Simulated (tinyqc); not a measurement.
Surface Green function of a two-leg ladder, Sancho-Rubio decimation: one step of the calculation.

A semi-infinite lead of cells 0, 1, 2, ... with H0 inside a cell and H1 = <cell i|H|cell i + 1>. One rung (site 1 on leg a, site 2 on leg b) is a cell; all hoppings enter with a minus sign. z = E + i eta.

Problem. Decimation. Start with e_s = e = H0, a = H1, b = H1^dagger. Each round: g = (z - e)^(-1); e_s <- e_s + a g b; e <- e + a g b + b g a; a <- a g a; b <- b g b (all with the old a, b). Round k joins cells 2^k apart.

Parameters, values chosen for the exercise:
- E = -7.61 eV (energy)
- eta = 0.02 eV (broadening)

e_s after round 2 (eV):
```
                       1                      2
1  -2.3300326-0.0499765i  -3.5304727-0.0661626i
2  -3.5304727-0.0661626i  -5.6889970-0.0937796i
```

e after round 2 (eV):
```
                     1                     2
1  -3.558052-0.064603i   -5.018879-0.106095i
2  -5.018879-0.106095i  -10.923334-0.224021i
```

a after round 2 (eV):
```
                       1                      2
1  -0.6598208-0.0235294i  -2.0377306-0.0756289i
2  -0.7857956-0.0312889i  -2.7860365-0.1036665i
```

b after round 2 (eV):
```
                       1                      2
1  -0.6598208-0.0235294i  -0.7857956-0.0312889i
2  -2.0377306-0.0756289i  -2.7860365-0.1036665i
```

Find: g; e_s after round 3; e after round 3; a after round 3; b after round 3.

Solution.

g (1/eV):
```
                 1               2
1  -0.0859-0.0024i  0.1298-0.0032i
2   0.1298-0.0032i  0.1046-0.0070i
```

e_s after round 3 (eV):
```
               1              2
1  -1.582-0.034i  -2.532-0.044i
2  -2.532-0.044i  -4.359-0.064i
```

e after round 3 (eV):
```
               1              2
1  -2.648-0.044i  -3.459-0.071i
2  -3.459-0.071i  -7.659-0.151i
```

a after round 3 (eV):
```
              1             2
1  0.373+0.010i  1.259+0.031i
2  0.504+0.014i  1.699+0.043i
```

b after round 3 (eV):
```
              1             2
1  0.373+0.010i  0.504+0.014i
2  1.259+0.031i  1.699+0.043i
```

Numbers from tinyqc (`OMP_NUM_THREADS=1 python tinyqc.py 2680113 2680114 out.jsonl`; about 0.09 s on one thread of a shared Intel Xeon 2.30GHz).
